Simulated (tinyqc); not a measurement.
# On-chip interconnect, size-dependent resistivity and RC delay: effects of single changes

A rectangular line between two neighbours and two ground planes. Surface and grain-boundary scattering are added to the bulk resistivity as corrections; capacitances are parallel-plate values without fringing; inductance is ignored.

Inputs (values chosen for the exercise); metal values close to those of copper: bulk resistivity rho0 = 1.72 uohm cm; bulk mean free path lam = 40.6 nm; specular share of surface scattering ps = 0; reflection coefficient of grain boundaries Rg = 0.59; grain size over the metal width gr = 1.5; drawn line width wd = 14 nm; aspect ratio, height over width AR = 2.5; liner on both walls and the bottom, not conducting tl = 1.6 nm; space to the neighbouring lines sp = 28 nm; dielectric height to the planes above and below hd = 25 nm; relative permittivity of the dielectric ek = 2.2; Miller factor of the neighbours Mf = 1; line length Lw = 25 um; load capacitance Cl = 0.42 fF; bulk resistivity of the second metal (close to cobalt) rho2 = 6.38 uohm cm; mean free path of the second metal lam2 = 11.8 nm; liner of the second metal tl2 = 0.4 nm.

Constants: eps0 = 8.8541878128e-12 F/m. Results are converted to the units shown.

Each table varies one quantity; the others keep the values above.

## Delay against the driver resistance

Metal width x = wd - 2 tl, height y = AR wd - tl; grain boundaries (Mayadas-Shatzkes): al = (lam/(gr x)) Rg/(1 - Rg), g = 1/[1 - 3 al/2 + 3 al^2 - 3 al^3 ln(1 + 1/al)] - 1; surfaces (Fuchs-Sondheimer, thick limit): s = (3/8) lam (1 - ps)(1/x + 1/y); rho = rho0 (1 + g + s); r = rho/(x y); c = eps0 ek (2 wd/hd + 2 Mf AR wd/sp). Elmore delay tE = Rd (c Lw + Cl) + r Lw (c Lw/2 + Cl); t50 is the time at which the far end of a ladder of 30 pi sections (half capacitances at both ends, Cl at the far end, a step applied through Rd) reaches half the step; line share r Lw/(Rd + r Lw); estimate 0.69 Rd (c Lw + Cl) + 0.38 r c Lw^2 + 0.69 r Lw Cl.

The same in every row: rho (uohm cm) = 13.30; r (ohm/um) = 368.7; c (fF/um) = 0.07051.

Result of one run:
```
Rd (ohm)  tE (ps)  t50 (ps)  estimate (ps)  line share of the resistance (%)
20000       55.65     39.70          38.97                             31.55
```

What becomes of these results when the driver resistance Rd is changed from 20000 to 400 ohm, all else the same?

Result of the changed run:
```
Rd (ohm)  tE (ps)  t50 (ps)  estimate (ps)  line share of the resistance (%)
400         12.87     9.654          9.448                             95.84
```

The whole series:
```
Rd (ohm)  tE (ps)  t50 (ps)  estimate (ps)  line share of the resistance (%)
50          12.11     9.080          8.921                             99.46
100         12.21     9.162          8.997                             98.93
400         12.87     9.654          9.448                             95.84
1000        14.18     10.63          10.35                             90.21
3000        18.54     13.79          13.36                             75.45
7000        27.28     19.95          19.39                             56.84
20000       55.65     39.70          38.97                             31.55
50000       121.1     85.11          84.15                             15.57
```

As Rd goes from 50 to 50000, r stays at 369 ohm/um, c stays at 0.0705 fF/um and t50 rises from 9.08 to 85.1 ps. t50/tE lies between 0.703 and 0.750, and the estimate is within 3.1 % of t50.

## Two metals against line width

Metal width x = wd - 2 tl, height y = AR wd - tl; grain boundaries (Mayadas-Shatzkes): al = (lam/(gr x)) Rg/(1 - Rg), g = 1/[1 - 3 al/2 + 3 al^2 - 3 al^3 ln(1 + 1/al)] - 1; surfaces (Fuchs-Sondheimer, thick limit): s = (3/8) lam (1 - ps)(1/x + 1/y); rho = rho0 (1 + g + s); r = rho/(x y). The second metal has rho2, lam2 and tl2 in place of rho0, lam and tl; ps, Rg, gr and AR are shared.

Two metals against line width:
```
wd (nm)  rho, first (uohm cm)  rho, second (uohm cm)  r, first (ohm/um)  r, second (ohm/um)  ratio second/first
6.5                     38.62                  30.35               7989                3359              0.4205
8                       27.32                  25.44               3093                1803              0.5828
10                      19.93                  21.37               1253               944.0              0.7537
13                      14.46                  17.74              477.4               453.1              0.9491
17                      10.83                  14.99              191.8               219.8               1.146
22                      8.446                  12.99              84.14               112.3               1.334
30                      6.472                  11.21              32.90               51.48               1.565
45                      4.794                  9.601              10.34               19.38               1.874
70                      3.663                  8.455              3.162               6.998               2.213
120                     2.844                  7.595             0.8161               2.127               2.606
```

The resistivity of the first metal falls from 38.6 to 2.84 uohm cm and that of the second goes from 30.3 to 7.59 uohm cm as the line widens. The products rho0 lam, which set the size effect, are 69.8 and 75.3 uohm cm nm. The two resistances cross at wd = 13.9 nm: below it the second metal gives the lower line resistance. For widths well under the mean free path the thick-limit surface term is only a guide.

Range of the model: The metal width is under the mean free path, where the thick-limit surface term and the simple sum of corrections lose accuracy.

Numbers from tinyqc (`OMP_NUM_THREADS=1 python tinyqc.py 2100126 2100127 out.jsonl`; about 0.01 s on one thread of a shared Intel Xeon 2.30GHz).
